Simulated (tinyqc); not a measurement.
Self-heating of a transistor with one or more fingers, with temperature-dependent conductivity: one step, computed by the program tinyqc.

N long parallel fingers lie on the top face of a slab whose bottom is held at T_0; the top is otherwise insulated, and heat flows in two dimensions. P in W/mm is 1000 P in W/m.

Problem. Linear temperature rise of each finger. theta_i = (P/(pi kappa_0)) [g_0 + sum over j != i of g(|i - j| s)], with equal powers and constant conductivity; thermal resistance = largest theta/P.

Inputs (values chosen for the exercise, modelled on gallium arsenide): conductivity at the base temperature kappa_0 = 44.8 W/(m K); power per gate width P = 0.63 W/mm; fingers N = 3.

Power: fixed power.

own factor g_0 = 7.213226

g(j s), j = 1..7: 2.556212  1.869069  1.473498  1.199441  0.993439  0.831516  0.700733

Give: theta of each finger; largest theta; thermal resistance.

Solution.

theta of each finger (K): 52.10  55.17  52.10

largest theta = 55.17 K

thermal resistance = 87.58 K mm/W

The neighbours supply 41 % of the rise of the hottest finger, which runs 3.1 K above the outer ones.
